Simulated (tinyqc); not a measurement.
# Free and trapped electrons in a MOS channel with a dense trap tail: two studies

p-type body, charge-sheet picture, full ionisation (an idealisation for deep acceptors), Boltzmann statistics for free electrons. e = Ec - EF at the surface. Acceptor-like traps of density D(E) = D0 + De exp(-E/Ew) at depth E below Ec, from 0 to Eu, hold n_t = integral of D(E)/(1 + exp((e - E)/Vt)). psi = Eg - Vt ln(Nv/Na) - e; N_dep = sqrt(2 eps0 eps_r Na (psi - Vt)/q); n_f = sqrt(N_dep^2 + 2 eps0 eps_r Vt Nc exp(-e/Vt)/q) - N_dep; Vg = Vfb + psi + q (N_dep + n_t + n_f)/Cox, Cox = eps0 eox/tox.

Values chosen for this exercise; band and dielectric values close to those of silicon: temperature T = 300 K; band gap Eg = 1.13 eV; relative permittivity eps_r = 11.6; conduction-band density of states at T Nc = 2.76e19 cm^-3; valence-band density of states at T Nv = 2.6e19 cm^-3; relative permittivity of the insulator eox = 3.9; insulator thickness tox = 46 nm; acceptor density Na = 8.5e16 cm^-3; flat-band voltage without trapped charge Vfb = -0.87 V; constant background density of acceptor-like traps D0 = 2.2e11 cm^-2 eV^-1; density of the tail at the conduction edge De = 5.1e13 cm^-2 eV^-1; decay energy of the tail Ew = 0.07 eV; depth below Ec down to which the traps reach Eu = 0.9 eV; mobility of free electrons mf = 150 cm^2/(V s).

Constants: q = 1.602176634e-19 C, kB = 1.380649e-23 J/K, Vt = kB T/q, eps0 = 8.8541878128e-14 F/cm where lengths are in cm. Results are converted to the units shown.

Each table varies one quantity; the others keep the values above.

## Free and trapped charge against gate voltage

Free share n_f/(n_f + n_t); swing ln 10 n_f/(dn_f/dVg); field-effect mobility mf q (dn_f/dVg)/Cox, for a constant mf; oxide field q (N_dep + n_t + n_f)/(eps0 eox).

Free and trapped charge against gate voltage:

| Vg (V) | e (eV) | n_f (cm^-2) | n_t (cm^-2) | free share (%) | swing (mV/decade) | field-effect mobility (cm^2/(V s)) | oxide field (MV/cm) |
|---|---|---|---|---|---|---|---|
| 1.6 | 0.4119 | 7.153e5 | 1.200e11 | 5.963e-4 | 205.1 | 0.002571 | 0.4130 |
| 2.8 | 0.1941 | 2.747e9 | 4.363e11 | 0.6256 | 696.0 | 2.909 | 0.6265 |
| 4 | 0.1266 | 3.527e10 | 8.949e11 | 3.792 | 1649 | 15.76 | 0.8727 |
| 5.1 | 0.09438 | 1.157e11 | 1.296e12 | 8.192 | 2739 | 31.13 | 1.105 |
| 6.3 | 0.07109 | 2.627e11 | 1.688e12 | 13.47 | 4122 | 46.98 | 1.361 |
| 7.4 | 0.05514 | 4.465e11 | 2.003e12 | 18.23 | 5509 | 59.74 | 1.596 |
| 8.6 | 0.04107 | 6.941e11 | 2.303e12 | 23.16 | 7089 | 72.18 | 1.854 |
| 9.8 | 0.02921 | 9.863e11 | 2.561e12 | 27.80 | 8700 | 83.57 | 2.112 |
| 10.9 | 0.01969 | 1.290e12 | 2.763e12 | 31.83 | 1.020e4 | 93.27 | 2.349 |

What does the comparison show?

n_f reaches 1e11 cm^-2 at Vg = 4.93 V, against 2.29 V without traps. The free share rises from 5.96e-4 to 31.8 % and the field-effect mobility rises from 0.00257 to 93.3 cm^2/(V s), although mf = 150 is constant: in the last row 62.2 % of Cox dVg goes into free electrons. The swing in the first row is 205 mV a decade (Vt ln 10 = 59.5). For Vg = 8.6, 9.8, 10.9 EF lies less than 2 Vt below the band edge, or above it, where degeneracy and confinement, left out, matter.

## Effect of the decay energy of the tail

VT is the Vg for n_f = 1e11 cm^-2; swing ln 10 n_f/(dn_f/dVg) at n_f = 1e8 cm^-2; the last three columns are for Vg = VT + 3.7 V, with free share n_f/(n_f + n_t) and field-effect mobility mf q (dn_f/dVg)/Cox; there EF is near the band edge, where Boltzmann statistics are rough.

Effect of the decay energy of the tail:

| Ew (eV) | e at VT (eV) | VT (V) | q n_t/Cox at VT (V) | swing (mV/decade) | n_f (cm^-2) | free share (%) | field-effect mobility (cm^2/(V s)) |
|---|---|---|---|---|---|---|---|
| 0.03 | 0.09840 | 3.006 | 0.7153 | 174.7 | 1.111e12 | 53.07 | 104.9 |
| 0.05 | 0.09840 | 3.775 | 1.485 | 210.4 | 8.534e11 | 34.64 | 85.73 |
| 0.07 | 0.09840 | 4.932 | 2.642 | 321.9 | 7.014e11 | 23.29 | 72.50 |
| 0.09 | 0.09840 | 6.354 | 4.063 | 505.1 | 6.078e11 | 16.50 | 63.35 |
| 0.11 | 0.09840 | 7.952 | 5.661 | 733.2 | 5.465e11 | 12.32 | 56.86 |
| 0.13 | 0.09840 | 9.666 | 7.375 | 982.0 | 5.040e11 | 9.616 | 52.10 |
| 0.15 | 0.09840 | 11.45 | 9.162 | 1235 | 4.731e11 | 7.781 | 48.51 |
| 0.17 | 0.09840 | 13.28 | 10.99 | 1483 | 4.498e11 | 6.484 | 45.72 |

As Ew goes from 0.03 to 0.17, VT rises from 3.01 to 13.3 V, its part due to traps rises from 0.715 to 11.0 V, the swing rises from 175 to 1480 mV/decade and the field-effect mobility falls from 105 to 45.7 cm^2/(V s).

Numbers from tinyqc (`OMP_NUM_THREADS=1 python tinyqc.py 2222169 2222170 out.jsonl`; about 0.02 s on one thread of a shared Intel Xeon 2.30GHz).
